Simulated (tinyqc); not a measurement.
## Ideality, resistance and saturation current from three points

Question. Well above I0 a diode obeys V = n Vt ln(I/I0) + Rs I. Find n, Rs and I0.

Parameters, values chosen for the exercise:

| symbol | value | unit | meaning |
|---|---|---|---|
| T | 400 | K | temperature |

Constants: q = 1.602176634e-19 C, kB = 1.380649e-23 J/K, Vt = kB T/q. Results are converted to the units shown.

I (A): [0.026, 0.26, 2.7]
V (V): [0.18221882, 0.74308005, 5.7174633]

Solution. The equation is linear in a = n Vt, Rs and c = -a ln I0; three points give a 3 x 3 system.

n = 1.17
Rs = 2.00 ohm
I0 = 0.00103 A

Program tinyqc, `OMP_NUM_THREADS=1 python tinyqc.py 2640027 2640028 out.jsonl`; Intel Xeon 2.30GHz, shared host, one thread, about 0.01 s.
